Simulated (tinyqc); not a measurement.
Off-state leakage of single and stacked transistors: two steps of the calculation.

n-channel devices of unit width. Subthreshold current I(Vg, Vs, Vd) = I0 (T/300 K)^0.5 exp[(Vg - Vs - VT(T) - gb (Vs - Vb) + dd (Vd - Vs))/(nf Vt)] (1 - exp(-(Vd - Vs)/Vt)), VT(T) = VT - cT (T - 300 K). Gate-edge tunnelling Ig (Vd/1 V) exp(ag (Vd - 1 V)), for a gate at 0 V, and band-to-band leakage Ab u exp(-Bb/u), u = Vd - Vb + 1 V, flow at a drain held at V; both are taken as independent of T. In a stack of off transistors (all gates at 0 V) the same subthreshold current passes through each.

Values chosen for this exercise; values of the order met in bulk silicon logic transistors: temperature T = 358 K; supply voltage V = 1.1 V; threshold at 300 K, zero drain and body bias VT = 0.43 V; fall of the threshold with temperature cT = 0.5 mV/K; current at threshold at 300 K I0 = 0.54 uA/um; slope factor nf = 1.47; drain-induced lowering per volt dd = 0.09; rise of the threshold per volt of source-body bias gb = 0.17; gate-edge tunnelling current at 1 V Ig = 1e-5 uA/um; exponential slope of the gate current ag = 3.8 1/V; prefactor of band-to-band leakage at the drain Ab = 20 uA/(um V); its exponential voltage Bb = 28 V; body voltage Vb = 0 V.

Constants: q = 1.602176634e-19 C, kB = 1.380649e-23 J/K, Vt = kB T/q. Results are converted to the units shown.

Problem 1. Leakage of one transistor. Vg = Vs = 0, Vd = V; effective threshold VT(T) - gb Vb - dd V.

Wanted: effective threshold; parts; total; shares.

Solution 1.

effective threshold = 0.30200 V
parts (nA/um): subthreshold 0.75621, gate edge 0.016085, band-to-band 0.068023
total = 0.84032 nA/um
shares (%): subthreshold 89.991, gate edge 1.9142, band-to-band 8.0949

The subthreshold part is the largest.

Problem 2. New Vx. Stack of two, Vx the node between them: I_low = I(0, 0, Vx), I_up = I(0, Vx, V), f = ln(I_up/I_low), f' = -(1 + gb + 2 dd)/(nf Vt) - 1/(Vt (exp(Vx/Vt) - 1)) - 1/(Vt (exp((V - Vx)/Vt) - 1)), Vx(new) = Vx - f/f'.

Vx at the start = 0.073 V

Find: I_low; I_up; f; f'; Vx after iteration 1.

Solution 2.

I_low = 0.089267 nA/um
I_up = 0.099492 nA/um
f = 0.10845
f' = -33.125 1/V
Vx after iteration 1 = 0.076274 V

Program tinyqc, `OMP_NUM_THREADS=1 python tinyqc.py 2242076 2242077 out.jsonl`; Intel Xeon 2.30GHz, shared host, one thread, about 0.04 s.
